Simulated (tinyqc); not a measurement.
# Thin-body transistor below threshold, two-dimensional Poisson equation on a small mesh: several studies

A thin body on a thick buried insulator of low permittivity, taken as carrying no normal field at the bottom of the body (row 0). Mobile charge is neglected (subthreshold), the body is fully depleted, and potentials are counted from the intrinsic level; rows run upward to the gate, columns from source to drain.

Parameters, values chosen for the exercise; semiconductor permittivity close to that of silicon:
- T = 300 K (temperature)
- eps_r = 11.7 (relative permittivity of the semiconductor)
- eox = 22 (relative permittivity of the insulator)
- tb = 5 nm (body thickness)
- tox = 6.7 nm (insulator thickness)
- L = 25 nm (channel length)
- Na = 0 cm^-3 (acceptor density of the depleted body)
- Vbi = 0.55 V (potential of the source)
- Vfb = -0.04 V (gate offset)
- Vg = 0 V (gate voltage)
- Vd = 0.5 V (drain voltage)

Constants: q = 1.602176634e-19 C, kB = 1.380649e-23 J/K, Vt = kB T/q, eps0 = 8.8541878128e-14 F/cm where lengths are in cm. Results are converted to the units shown.

Each table varies one quantity; the others keep the values above.

## Effect of the insulator thickness

Mesh: rows i = 0..12 in the semiconductor (step hs = tb/12, row 12 on the interface), then 8 step(s) ho = tox/8 up to the gate row 20; columns j = 0..80 (step hy = L/80). Box integration, divided by eps0: up_i = eps hy/h of the interval above row i, dn_i = that of the interval below (0 for row 0), lat_i = (sum of eps h/2 over the intervals above and below)/hy, s_i = -q Na w_i hy/eps0 with w_i the semiconductor height of the box (hs/2 for row 0 and the interface row, hs between, 0 in the insulator). Each free node obeys (up + dn + 2 lat) psi = up psi(above) + dn psi(below) + lat [psi(left) + psi(right)] + s. Fixed values: gate row Vg - Vfb; column 0 at Vbi and the last column at Vbi + Vd in the semiconductor, each running linearly to Vg - Vfb across the insulator. The system is solved directly. On row 0 the minimum of psi and its place come from a parabola through the three lowest nodes; barrier = Vbi - minimum, swing = Vt ln 10/(d psi/dVg), DIBL = (d psi/dVd)/(d psi/dVg) there. Lambda = pi/k with k the smallest positive root of tan(k tox) tan(k tb) = eox/eps_r.

Effect of the insulator thickness:
```
tox (nm)	L/Lambda	barrier (V)	place y/L	swing (mV/decade)	DIBL (mV/V)
2.7	1.896	0.4148	0.4416	69.28	54.51
3.7	1.710	0.3844	0.4343	73.12	75.49
5.1	1.482	0.3386	0.4229	79.86	111.5
7	1.237	0.2766	0.4054	91.41	170.6
9.7	0.9899	0.1990	0.3773	112.5	268.1
13	0.7899	0.1268	0.3381	146.1	397.4
```

As tox goes from 2.7 to 13 nm, the barrier falls from 0.415 to 0.127 V, the swing rises from 69.3 to 146 mV a decade and DIBL rises from 54.5 to 397 mV/V; the ideal swing is 59.5. L/Lambda goes from 1.9 to 0.79. At tox = 13 nm the barrier is under 6 Vt, so mobile charge, neglected here, begins to count.

## Effect of the drain voltage

Same model as above.

Effect of the drain voltage:
```
Vd (V)	L/Lambda	barrier (V)	place y/L	swing (mV/decade)	DIBL (mV/V)
0.05	1.272	0.3423	0.4875	86.79	217.3
0.25	1.272	0.3150	0.4467	87.62	185.1
0.45	1.272	0.2915	0.4152	89.01	164.6
0.65	1.272	0.2707	0.3895	90.68	150.2
0.85	1.272	0.2519	0.3677	92.54	139.3
1.05	1.272	0.2348	0.3486	94.53	130.7
```

Read the table: what changes, and by how much?

As Vd goes from 0.05 to 1.05 V, the barrier falls from 0.342 to 0.235 V, the swing rises from 86.8 to 94.5 mV a decade and DIBL falls from 217 to 131 mV/V; the ideal swing is 59.5. The barrier top moves from y/L = 0.488 to 0.349, towards the source.

## Effect of the channel length

Same model as above.

Result of one run:
```
L (nm)	L/Lambda	barrier (V)	place y/L	swing (mV/decade)	DIBL (mV/V)
21	1.068	0.2098	0.3844	108.9	252.5
```

What becomes of these results when the channel length L is changed from 21 to 26 nm, all else the same?

Result of the changed run:
```
L (nm)	L/Lambda	barrier (V)	place y/L	swing (mV/decade)	DIBL (mV/V)
26	1.323	0.3024	0.4127	86.19	144.4
```

The whole series:
```
L (nm)	L/Lambda	barrier (V)	place y/L	swing (mV/decade)	DIBL (mV/V)
18	0.9156	0.1415	0.3541	137.2	368.1
21	1.068	0.2098	0.3844	108.9	252.5
26	1.323	0.3024	0.4127	86.19	144.4
32	1.628	0.3793	0.4314	73.81	79.30
38	1.933	0.4285	0.4431	67.68	45.66
47	2.391	0.4701	0.4543	63.25	20.96
57	2.899	0.4920	0.4624	61.15	9.149
69	3.510	0.5031	0.4690	60.14	3.460
```

As L goes from 18 to 69 nm, the barrier rises from 0.141 to 0.503 V, the swing falls from 137 to 60.1 mV a decade and DIBL falls from 368 to 3.46 mV/V; the ideal swing is 59.5. L/Lambda goes from 0.92 to 3.5. Between the last two rows DIBL decays with a length of 12.3 nm; 2 Lambda/pi is 12.5 nm. At L = 18 nm the barrier is under 6 Vt, so mobile charge, neglected here, begins to count.

Numbers from tinyqc (`OMP_NUM_THREADS=1 python tinyqc.py 2480080 2480081 out.jsonl`; about 0.1 s on one thread of a shared Intel Xeon 2.30GHz).
